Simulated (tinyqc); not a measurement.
Surface photovoltage measurement of the minority-carrier diffusion length in a wafer: one step, computed by the program tinyqc. Command: `OMP_NUM_THREADS=1 python tinyqc.py 3130427 3130428 out.jsonl spv walk`. One thread of a shared host (Intel(R) Xeon(R) Processor @ 2.30GHz), about 0.01 s of CPU time with the checks.

Low injection, steady light, a depletion layer much thinner than 1/alpha and L. The excess density dn is taken at the front edge of the neutral region; light that reaches the back is lost.

Problem. The linear plot. alpha = (84.732/lambda - 76.417)^2 per cm with lambda in micrometre (an empirical fit for silicon between 0.7 and 1.05 micrometre). Thick wafer: dn = Phi L/((S_f + D/L)(L + 1/alpha)). Finite wafer, with s = S_b L/D, w = W/L, a = alpha L: dn = [Phi a/(a^2 - 1)] [a - B - exp(-alpha W)(a - s)/(cosh w + s sinh w)]/(S_f + B D/L), B = (sinh w + s cosh w)/(cosh w + s sinh w). Readings y = (Phi/dn) (1 + noise x g) at 780, 830, 880, 920, 950, 975 and 995 nm; a least-squares line y = c (1/alpha + L_app) gives L_app = intercept/slope.

Inputs (values chosen for the exercise, modelled on p-type silicon at room temperature):

| quantity | value | unit |
|---|---|---|
| diffusion length L | 760 | micrometre |
| wafer thickness W | 300 | micrometre |
| diffusivity D | 29.8 | cm^2/s |
| front recombination velocity S_f | 540 | cm/s |
| back recombination velocity S_b | 15000 | cm/s |
| photon flux entering | 1e+11 | 1/(cm^2 s) |
| relative noise of each reading | 0.5 | % |

normal deviates g for the noise: -1.80  0.71  0.04  1.27  -0.28  -1.74  0.51

Give: the table «Readings» with the columns 1/alpha (micrometre), y (cm/s), line (cm/s), for lambda (nm) = 780, 830, 880, 920, 950, 975, 995; slope; apparent length L_app; error of L_app (rounded to 0.001).

Solution.

Readings:

| lambda (nm) | 1/alpha (micrometre) | y (cm/s) | line (cm/s) |
|---|---|---|---|
| 780 | 9.6 | 1562 | 1550 |
| 830 | 15.2 | 1612 | 1590 |
| 880 | 25.3 | 1664 | 1664 |
| 920 | 40.7 | 1769 | 1776 |
| 950 | 61.3 | 1897 | 1926 |
| 975 | 90.9 | 2109 | 2142 |
| 995 | 130.9 | 2470 | 2434 |

slope = 7.295 cm/(s micrometre)

apparent length L_app = 202.8 micrometre

error of L_app (rounded to 0.001) = -73.318 %

Without noise the error would be -73.3 %, from the finite thickness at W/L = 0.4. S_f scales all readings alike and leaves L_app unchanged.
